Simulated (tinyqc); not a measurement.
What each parameter does: donor level screened by free carriers (Yukawa potential).

Screening wave number: Debye ks^2 = 4 pi q n/(eps kB T); Thomas-Fermi ks^2 = 6 pi q n/(eps EF) with EF = c (3 pi^2 n/gv)^(2/3)/m, c = hbar^2/2m0; the two are joined by 1/ks^2 = sqrt(1/ks_D^4 + 1/ks_TF^4). 1e18/cm^3 = 1e-6/angstrom^3, q = e^2/(4 pi eps0).

Potential -(q/(eps r)) exp(-ks r), q = e^2/(4 pi eps0). In units Ry* = Ry m/eps^2 and a* = a0 eps/m the problem is [-Laplacian - 2 exp(-x r)/r] psi = E psi with x = ks a*.

Converged values use 18 functions exp(-z r), z = 1.55^i, i = -11 to 6: S = 2/A^3, H = z_i z_j S - 2/(A + x)^2, A = z_i + z_j.

Constants: e^2/(4 pi eps0) = 14.39964547 eV angstrom; kB = 8.617333262e-05 eV/K; hbar^2/2m0 = 3.80998211 eV angstrom^2; Ry = 13.60569312 eV; a0 (Bohr radius) = 0.5291772105 angstrom.

Parameters, chosen for this exercise (near those of a donor in Ge, with one mean mass; the results hold for these values, not for the real material):
```
symbol  value  unit         meaning
m       0.162  m0           mass
eps     15.5                dielectric constant
gv      4                   valleys
T       77     K            temperature
n       0.017  x 1e18/cm^3  free-carrier density
```

Ry* = Ry m/eps^2, a* = a0 eps/m, x = ks a* with the joined ks; converged binding. Each row changes one parameter from the base and keeps the others.

Results:
```
case                    1/ks (angstrom)      x  binding in Ry*  binding (meV)
base                              183.0  0.277           0.546           5.01
n = 0.0085 x 1e18/cm^3            258.7  0.196           0.660           6.06
T = 137 K                         244.0  0.208           0.642           5.89
m = 0.181 m0                      183.0  0.248           0.585           6.00
eps = 14.3                        175.8  0.266           0.560           6.04
gv = 5                            183.0  0.277           0.546           5.01
```

The largest shifts from the base row, up to three for each result and ties (the steps differ in size, so this ranks the rows, not the parameters). 1/ks (angstrom): n +75.7, T +61.0, eps -7.2; unchanged at the printed digits by m and gv. x: n -0.081, T -0.069, m -0.029; unchanged at the printed digits by gv. binding in Ry*: n +0.114, T +0.097, m +0.039; unchanged at the printed digits by gv. binding (meV): n +1.05, eps +1.03, m +0.99; unchanged at the printed digits by gv.

Program tinyqc; command `OMP_NUM_THREADS=1 python tinyqc.py 1252617 1252618 out.jsonl`; about 0.02 s on one thread of a shared Intel(R) Xeon(R) Processor @ 2.30GHz.
